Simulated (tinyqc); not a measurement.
A log to judge: collinear exchange A + BC -> AB + C on a London-Eyring-Polanyi-Sato surface: saddle, string of images and rate. Computed by tinyqc. Command: `OMP_NUM_THREADS=1 python tinyqc.py 3113285 3113286 out.jsonl leps walk`. One thread of a shared host (Intel(R) Xeon(R) Processor @ 2.30GHz), about 0.6 s of CPU time with the checks.

x = r(AB), y = r(BC), r(AC) = x + y. V is counted from separated atoms, the barrier from A + BC, that is V + D(BC).

Inputs (values chosen for the exercise, bond data loosely for abstraction of hydrogen from a Ge-H bond by a hydrogen atom; the barrier is not fitted): D(AB) = 4.82 eV; r0(AB) = 0.742 angstrom; beta(AB) = 1.94 1/angstrom; D(BC) = 3.76 eV; r0(BC) = 1.53 angstrom; beta(BC) = 1.45 1/angstrom; D(AC) = 3.76 eV; r0(AC) = 1.53 angstrom; beta(AC) = 1.45 1/angstrom; Sato parameter S = 0.18; step of the string = 0.2 angstrom^2/eV.

Method. For each pair, with u = exp(-beta (r - r0)): Q = D [(3 + S) u^2 - (2 + 6 S) u]/(4 (1 + S)), J = D [(1 + 3 S) u^2 - (6 + 2 S) u]/(4 (1 + S)); V = Q1 + Q2 + Q3 - sqrt(((J1 - J2)^2 + (J2 - J3)^2 + (J3 - J1)^2)/2). String of 9 images between the fixed ends (r0(AB) + 2, r0(BC)) and (r0(AB), r0(BC) + 2), started on the two straight legs through (r0(AB) + 0.3, r0(BC) + 0.3): each iteration moves the inner images by -step x gradient (central differences) and spaces them evenly again along the broken line (coordinates are kept between 0.2 and 8 angstrom); stop when no coordinate changes by more than 1e-5 angstrom, at most 400 iterations.

Course:
```
iteration  highest inner image above A + BC (eV)  largest move (angstrom)
1                                        13.8422                  0.67144
2                                         3.1714                  7.77944
3                                         3.1832                  3.89977
4                                         3.0934                  0.53503
5                                         2.9568                  0.94538
6                                         2.7587                  0.63054
7                                         2.5151                  0.47208
...                                          ...                      ...
394                                       1.8070                  1.02125
395                                       0.4868                  0.56739
396                                       0.6337                  0.74521
397                                       1.9345                  0.99336
398                                       1.5340                  0.89862
399                                       2.5594                  0.78406
400                                       3.0951                  3.92176
```

Images at the end:
```
image  x (angstrom)  y (angstrom)  V + D(BC) (eV)
0           2.74200       1.53000         0.00518
1           4.78629       2.17181         1.37947
2           2.79212       1.52834         0.00467
3           0.98768       1.79045        -0.17527
4           3.17574       2.13130         1.27408
5           5.36380       2.47214         2.08637
6           5.11372       2.82069         2.69180
7           2.92786       3.17534         3.09508
8           0.74200       3.53000        -1.05021
```

Can the last value be used, and what does the course show?

No. Not converged in 400 iterations: the residual wanders without falling. The step exceeds 2/k = 0.055 angstrom^2/eV for the stiffer bond (k = 2 D beta^2), the limit of plain descent. Reruns converge with step of the string = 0.01; or with step of the string = 0.02.
